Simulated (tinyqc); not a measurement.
Strain: hole subbands of a hard-walled well, four-band Luttinger model.

Hole energies are counted downwards from the unstrained band edge, c = hbar^2/2m0. After the usual block transformation one block is H = [[P + Q - Zs, R - i S], [R + i S, P - Q + Zs]] in (heavy, light), with P +/- Q = c [(g1 +/- g2) k^2 + (g1 -/+ 2 g2) kz^2], R = sqrt(3) c gR k^2, S = 2 sqrt(3) c g3 k kz, kz = -i d/dz; axial approximation gR = (g2 + g3)/2. Zs = b (e_par - e_perp) is the shear part of the strain (the hydrostatic part shifts all levels alike and is left out). Basis sqrt(2/L) sin(n pi z/L), n = 1 to N, for each component: kz^2 gives (n pi/L)^2 and the heavy-light block is R delta_nm - 2 sqrt(3) c g3 k D_nm with D_nm = 4 n m/(L (n^2 - m^2)) for n + m odd, 0 otherwise. The other block has the same levels. The split-off band is left out.

Constants: hbar^2/2m0 = 3.80998211 eV angstrom^2.

Values chosen for the exercise (near those of Ge; the results hold for these values, not for the real material):
- g1 = 13.31 (Luttinger gamma1)
- g2 = 4.25 (gamma2)
- g3 = 5.65 (gamma3)
- L = 185 angstrom (well width along [001])
- Zlist = (-0.0224, -0.0127, -0.008, -0.0037, 0, 0.0047, 0.0172) eV (shear strain energies (negative: tension in the plane, for b < 0))

N = 20. dE is the rise of the top subband from k = 0 to k1 = pi/(4L), m1 = c k1^2/dE (dash if dE is not positive), and the heavy weight is taken at k = pi/L.

Top subband:
```
Zs (eV),HH1 (meV),LH1 (meV),dE (meV),heavy weight,m1 (m0)
-0.0224,27.7,1.6,0.082,0.137,0.838
-0.0127,18.0,11.3,-0.343,0.253,-
-0.0080,13.3,16.0,0.652,0.348,0.105
0.0000,5.3,24.0,0.940,0.577,0.073
0.0047,0.6,28.7,0.970,0.721,0.071
0.0172,-11.9,41.2,1.020,0.913,0.067
```

Give the missing row, Zs (eV) = -0.0037.

Computed row:
```
Zs (eV)  HH1 (meV)  LH1 (meV)  dE (meV)  heavy weight  m1 (m0)
-0.0037        9.0       20.3     0.904         0.462    0.076
```

HH1 and LH1 cross at Zs = -2 c g2 (pi/L)^2 = -0.0093 eV; for more negative Zs the light hole is on top. Among the rows with HH1 on top, m1 goes from 0.105 to 0.067 m0 as the splitting widens from 3 to 53 meV, against the unmixed 1/(g1 + g2) = 0.057: compression lightens the holes here. A dash marks a top subband whose hole energy at k1 lies below that at k = 0: an electron-like (negative) mass. m1 describes the neighbourhood of k = 0 only; where HH1 and LH1 lie close, the band may peak further out.

Computed by tinyqc, a small Python program: `OMP_NUM_THREADS=1 python tinyqc.py 1250044 1250045 out.jsonl` (the numbers bound the seed that draws the inputs); one thread of a shared host (Intel(R) Xeon(R) Processor @ 2.30GHz), about 0.1 s for the whole set of steps.
